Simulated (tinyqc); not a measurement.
What moves the results: Peierls distortion of a half-filled chain. A value that a table varies takes the place of the one given here.

Atoms move by +/- u, so bonds change by -/+ 2u and hoppings are t +/- 2 al u. Bands E = -/+ sqrt((2 t cos x)^2 + D^2 sin^2 x) with D = 4 al u, x = k a in (0, pi/2); the gap is 2D. Energy per atom at zero temperature: E(u) = -mean_x sqrt(...) + 2 K u^2; exactly, the mean is (4t/pi) E(1 - z^2), z = D/2t, E the complete elliptic integral of the second kind with parameter m. Coupling lambda = 2 al^2/(pi t K).

Constants: kB = 8.617333262e-05 eV/K.

Values chosen for the exercise:
```
symbol  value  unit           meaning
t       2.66   eV             hopping of the even chain
al      6.3    eV/angstrom    change of hopping with bond length
K       41.5   eV/angstrom^2  spring constant of a bond
```

## Energy against distortion

Exact means; both parts are counted from u = 0.

Energies per atom:
```
u (angstrom),gap (eV),electrons (meV),springs (meV),total (meV)
0.0036,0.181,-2.44,1.08,-1.37
0.0091,0.459,-12.69,6.87,-5.82
0.0182,0.917,-42.10,27.49,-14.61
0.0273,1.376,-83.44,61.86,-21.59
0.0364,1.835,-134.29,109.97,-24.32
0.0456,2.298,-193.71,172.59,-21.12
0.0547,2.757,-259.23,248.34,-10.88
0.0638,3.216,-330.54,337.85,7.31
0.0802,4.042,-471.48,533.86,62.38
```

How do the results move?

The ratio of electronic gain to elastic cost is 2.27 in the first row and 0.88 in the last: the gain goes as u^2 ln(1/u), so it wins at small u for any K. The total is lowest at u = 0.0364 angstrom and turns positive between 0.0547 and 0.0638.

## Gap against coupling

K is set by lambda; 4000 points.

Results:
```
lambda,K (eV/angstrom^2),u0 (angstrom),gap (eV),16 t exp(-1 - 1/(2 lambda)) (eV)
0.10,95.0,0.0021,0.106,0.105
0.13,73.1,0.0067,0.335,0.334
0.16,59.4,0.0138,0.694,0.688
0.20,47.5,0.0261,1.318,1.285
0.25,38.0,0.0445,2.241,2.119
0.30,31.7,0.0645,3.251,2.957
0.40,23.7,0.1070,5.394,4.486
0.50,19.0,0.1508,7.599,5.760
```

What can be read from the table?

Doubling lambda from 0.1 to 0.2 multiplies the gap by 12.5 and from 0.2 to 0.4 by 4.1. The exponential form is within 2.5 % at 0.2 and 24 % at 0.5.

## A coarse mesh hides or distorts the instability

u0 from the gap equation K = 4 al^2 mean(sin^2 x/|E|) on the mesh x_j = (j + 1/2) pi/(2N); 0 where it has no root.

Results:
```
N,u0 (angstrom),gap (eV),smallest |E| at u = 0 (eV)
1,0.0000,0.000,3.762
2,0.0000,0.000,2.036
3,0.0200,1.008,1.377
4,0.0316,1.592,1.038
6,0.0357,1.797,0.694
8,0.0363,1.829,0.521
12,0.0364,1.836,0.348
20,0.0364,1.837,0.209
40,0.0364,1.837,0.104
4000,0.0364,1.837,0.001
```

What can be read from the table?

For N = 1 and 2 no distortion is found: the mesh leaves its own gap at u = 0, which cuts off the logarithm. u0 is within 1 % of the last row from N = 8 on; the mesh must resolve D = 0.918 eV, and the coherence length xi/a = 2t/D is 5.8.

## Closing of the gap with temperature

The gap equation gains the factor tanh(|E|/2kT); 4000 points; Tp is where its root reaches zero.

Results:
```
T/Tp,T (K),u (angstrom),u/u0
0.20,1168,0.0364,1.000
0.40,2336,0.0360,0.986
0.60,3504,0.0332,0.912
0.70,4088,0.0304,0.835
0.80,4672,0.0262,0.718
0.90,5256,0.0194,0.533
0.95,5548,0.0140,0.385
0.99,5781,0.0064,0.175
```

Tp = 5840 K

What does this show?

D(0)/(kB Tp) = 1.825, against 1.764 at weak coupling. u/u0 is 0.912 at 0.6 Tp and 0.533 at 0.9 Tp, and near Tp it goes as sqrt(1 - T/Tp): 2.20 between the last two rows against sqrt(5) = 2.24. In a single chain fluctuations forbid this transition; coupling between chains sets the real one, far lower.

## What moves the distortion

Exact means. Each row changes one parameter from the base and keeps the others.

Results:
```
case,lambda,u0 (angstrom),gap (eV),E(u0) - E(0) (meV)
base,0.2289,0.0364,1.837,-24.32
t = 2.793 eV,0.2180,0.0341,1.718,-20.37
al = 6.615 eV/angstrom,0.2524,0.0432,2.287,-37.17
K = 43.58 eV/angstrom^2,0.2180,0.0324,1.635,-19.39
```

What can be read from the table?

The largest shifts from the base row, up to three for each result and ties (the steps differ in size, so this ranks the rows, not the parameters). lambda: al +0.0235, K -0.0109, t -0.0109. u0 (angstrom): al +0.0068, K -0.0040, t -0.0024. gap (eV): al +0.450, K -0.202, t -0.119. E(u0) - E(0) (meV): al -12.85, K +4.93, t +3.95.

tinyqc: `OMP_NUM_THREADS=1 python tinyqc.py 1650245 1650246 out.jsonl`; about 0.08 s, one thread, shared Intel(R) Xeon(R) Processor @ 2.30GHz.
